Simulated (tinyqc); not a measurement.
# Double-gate transistor, scale length and short-channel effects: effect of the relative permittivity of the insulator

A body of thickness ts between two insulators of thickness ti and two tied gates. Below threshold the potential that source and drain add obeys Laplace's equation and vanishes on the gate. Its lowest mode decays along the channel as exp(-k y); k is the smallest positive root of the matching condition at the interface, and the scale length is Lambda = pi/k.

k is the smallest positive root of f(k) = ei cos(k ti) cos(k ts/2) - eps_r sin(k ti) sin(k ts/2). Along the channel psi(y) = s + a exp(y/l) + b exp(-y/l) with psi(0) = Vbi, psi(L) = Vbi + Vds and l = 1/k = Lambda/pi; with A = Vbi - s, B = A + Vds, x = exp(-L/l): a = (B - A x) x/(1 - x^2), b = (A - B x)/(1 - x^2). The minimum is s + 2 sqrt(a b), at y = (l/2) ln(b/a). The long-channel potential follows the gate as s = sT + (Vg - VTL)/m, and the threshold VT is the gate voltage at which the minimum equals sT. Swing = m Vt ln 10/g at threshold, g = d(minimum)/ds = 1 - (b x + a)/((1 + x) sqrt(a b)). DIBL = [VT(0.05 V) - VT(Vds)]/(Vds - 0.05 V). sT and Vbi are held fixed; m = 1.

Parameters, values chosen for the exercise; permittivities: semiconductor close to that of indium arsenide, insulator close to that of silicon nitride:
- T = 400 K (temperature)
- eps_r = 15.2 (relative permittivity of the semiconductor)
- ti = 2.6 nm (insulator thickness)
- ts = 4.6 nm (body thickness)
- L = 35 nm (channel length)
- Vbi = 0.95 V (potential of the source)
- sT = 0.51 V (potential of the barrier top at threshold)
- Vds = 1 V (drain voltage)

Constants: q = 1.602176634e-19 C, kB = 1.380649e-23 J/K, Vt = kB T/q. Results are converted to the units shown.

Effect of the relative permittivity of the insulator:

| ei | Lambda (nm) | L/Lambda | VT - VTL at Vds (mV) | DIBL (mV/V) | swing (mV/decade) |
|---|---|---|---|---|---|
| 3.9 | 16.39 | 2.135 | -60.48 | 26.96 | 86.34 |
| 5.7 | 13.99 | 2.501 | -32.80 | 14.52 | 83.18 |
| 8.5 | 11.98 | 2.922 | -16.56 | 7.300 | 81.31 |
| 12 | 10.59 | 3.304 | -8.983 | 3.951 | 80.42 |
| 18 | 9.303 | 3.762 | -4.346 | 1.909 | 79.88 |
| 27 | 8.311 | 4.212 | -2.139 | 0.9389 | 79.62 |
| 40 | 7.572 | 4.622 | -1.121 | 0.4918 | 79.50 |

Read the table: what changes, and by how much?

As ei goes from 3.9 to 40, Lambda falls from 16.4 to 7.57 nm, DIBL falls from 27.0 to 0.492 mV/V and the swing falls from 86.3 to 79.5 mV a decade. On average Lambda goes as ei^(-0.33).

Program tinyqc, `OMP_NUM_THREADS=1 python tinyqc.py 2420038 2420039 out.jsonl`; Intel Xeon 2.30GHz, shared host, one thread, about 0.01 s.
